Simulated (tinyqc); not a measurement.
A finite superlattice with mass mismatch, transfer matrices: one step of the calculation.

One electron of energy E comes from the left lead (band edge 0); no transverse momentum. Parabolic bands, masses in units of m0, C = hbar^2/(2 m0); psi and psi'/m are continuous at every interface. N periods of a barrier d1 followed by a well Lw; the right lead equals the left one.

Problem. Transmission and reflection. The matrix M carries (psi, psi'/m) across the stack, and v = k/m in each lead. psi = 1 + r at the left edge (incident amplitude 1) and t at the right edge. With det M = 1, a = i vR M11 - M21 and b = -vL vR M12 - i vL M22: t = 2 i vL/(a - b), r = -(a + b)/(a - b), T(E) = (vR/vL) |t|^2, R(E) = |r|^2.

M^N:
```
            1             2
1  0.81004864  -0.079639008
2  0.92468914     1.1435840
```

vL = 9.1646001 1/nm
vR = 9.1646001 1/nm

Wanted: t; r; T(E); R(E).

Solution.

t = 0.86696-0.36867i
r = 0.26052+0.21116i
T(E) = 0.88754
R(E) = 0.11246

T(E) + R(E) = 1: the current is conserved.

Program tinyqc, `OMP_NUM_THREADS=1 python tinyqc.py 2560043 2560044 out.jsonl`; Intel Xeon 2.30GHz, shared host, one thread, about 0.01 s.
